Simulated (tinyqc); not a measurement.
Hueckel theory of the pi electrons, for the molecule [CH2+]c1ccccc1 (SMILES; centres numbered as the heavy atoms are written), step by step. Computed by tinyqc, a small Python program that keeps every step. Settings: charge = 1. Command: `OMP_NUM_THREADS=1 python tinyqc.py 25518 25519 out.jsonl` (the two numbers bound the seeds that draw the settings). One thread of a shared host (Intel(R) Xeon(R) Processor @ 2.60GHz), about 0.01 s of CPU time with the checks.

## The Hueckel matrix

Centres:
```
centre,"z_r, pi electrons of the neutral centre",h
1C,1,0.00000
2C,1,0.00000
3C,1,0.00000
4C,1,0.00000
5C,1,0.00000
6C,1,0.00000
7C,1,0.00000
```

Bonds:
```
i,j,k
1,2,1
2,3,1
3,4,1
4,5,1
5,6,1
6,7,1
7,2,1
```

H_rr = alpha + h_r beta, H_rs = k_rs beta for bonded centres.

Hueckel matrix in units of beta (H = alpha + beta A), lower triangle:
```
,1C,2C,3C,4C,5C,6C,7C
1C,0.00000
2C,1.00000,0.00000
3C,0.00000,1.00000,0.00000
4C,0.00000,0.00000,1.00000,0.00000
5C,0.00000,0.00000,0.00000,1.00000,0.00000
6C,0.00000,0.00000,0.00000,0.00000,1.00000,0.00000
7C,0.00000,1.00000,0.00000,0.00000,0.00000,1.00000,0.00000
```

## Orbitals

pi electrons, sum of z_r less the charge = 6

Diagonalise; E = alpha + x beta with beta < 0, so the largest x are filled first; degenerate levels share their electrons. P = sum n_i c_ri c_si; each orbital has its largest coefficient positive (the first on a tie).

x values: 2.10100  1.25928  1.00000  0.00000  -1.00000  -1.25928  -2.10100

occupations: 2.00000  2.00000  2.00000  0.00000  0.00000  0.00000  0.00000

coefficients:
```
,MO1,MO2,MO3,MO4,MO5,MO6,MO7
1C,0.23798,-0.39705,0.00000,0.75593,0.00000,-0.39705,-0.23798
2C,0.50000,-0.50000,0.00000,0.00000,0.00000,0.50000,0.50000
3C,0.40626,-0.11629,0.50000,-0.37796,0.50000,-0.11629,-0.40626
4C,0.35355,0.35355,0.50000,0.00000,-0.50000,-0.35355,0.35355
5C,0.33656,0.56152,0.00000,0.37796,0.00000,0.56152,-0.33656
6C,0.35355,0.35355,-0.50000,0.00000,0.50000,-0.35355,0.35355
7C,0.40626,-0.11629,-0.50000,-0.37796,-0.50000,-0.11629,-0.40626
```

charge and bond-order matrix P, lower triangle:
```
,1C,2C,3C,4C,5C,6C,7C
1C,0.42857
2C,0.63503,1.00000
3C,0.28571,0.52255,0.85714
4C,-0.11248,0.00000,0.70504,1.00000
5C,-0.28571,-0.22496,0.14286,0.63503,0.85714
6C,-0.11248,0.00000,-0.29496,0.00000,0.63503,1.00000
7C,0.28571,0.52255,-0.14286,-0.29496,0.14286,0.70504,0.85714
```

## Energy, charges, bond orders

E = sum n x; q_r = z_r - P_rr; bond order p = P_rs; free valence = sqrt(3) - sum of p over the bonds of the atom.

pi energy = 6 alpha + this times beta = 8.72057

pi charges: 1C 0.57143, 2C 0.00000, 3C 0.14286, 4C 0.00000, 5C 0.14286, 6C 0.00000, 7C 0.14286

Bond orders and lengths from R = 1.517 - 0.180 p (angstrom, C-C alone):
```
bond,p,R
1-2,0.63503,1.40269
2-3,0.52255,1.42294
3-4,0.70504,1.39009
4-5,0.63503,1.40269
5-6,0.63503,1.40269
6-7,0.70504,1.39009
7-2,0.52255,1.42294
```

free valence of the carbons: 1C 1.09702, 2C 0.05191, 3C 0.50446, 4C 0.39198, 5C 0.46198, 6C 0.39198, 7C 0.50446

gap between the highest filled and the next level = 1.00000 |beta|
